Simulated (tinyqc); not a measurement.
Bandgap voltage reference from two bipolar transistors: one step of the calculation.

Two transistors of area 1 and N carry the same current I. Is(T) = Is (T/T0)^eta exp[(Vg0 q/kB)(1/T0 - 1/T)], VBE1 = Vt ln(I/Is(T)) + I rb, VBE2 = Vt ln(I/(N Is(T))) + I rb/N. The amplifier forces I R1(T) = VBE1 - VBE2 + Vos, with R(T) = R (1 + tc (T - T0)) for both resistors, and the output is Vref = VBE1 + I R2(T). Base currents and the Early effect are neglected.

Task. Operating point at the reference temperature. Vt = kB T/q; I = (Vt ln N + Vos)/(R1(T) - rb (1 - 1/N)). Evaluate at T = T0.

Inputs (values chosen for the exercise); values of the order met in silicon bipolar transistors:
- T0 = 300 K (reference temperature)
- Vg0 = 1.189 V (band-gap voltage extrapolated to 0 K)
- eta = 3 (temperature exponent of the saturation current)
- Is = 4.2e-16 A (saturation current of the unit transistor at T0)
- N = 15 (area ratio of the second transistor)
- R1 = 27 kohm (resistor across which the difference of VBE falls, at T0)
- tc = 1200 ppm/K (temperature coefficient of both resistors)
- Vos = 0 mV (offset of the amplifier)
- rb = 27 ohm (series resistance of the unit transistor)
- R2 = 253.3 kohm (output resistor at T0)

Constants: q = 1.602176634e-19 C, kB = 1.380649e-23 J/K. Results are converted to the units shown.

Give: Vt; I; Is(T); VBE1; I R2; Vref.

Result.

Vt = 0.02585 V
I = 2.595 uA
Is(T) = 4.200e-16 A
VBE1 = 0.5829 V
I R2 = 0.6574 V
Vref = 1.240 V

Computed by the program tinyqc: `OMP_NUM_THREADS=1 python tinyqc.py 2062052 2062053 out.jsonl`, one thread of a shared Intel Xeon 2.30GHz, about 0.02 s for the whole run.
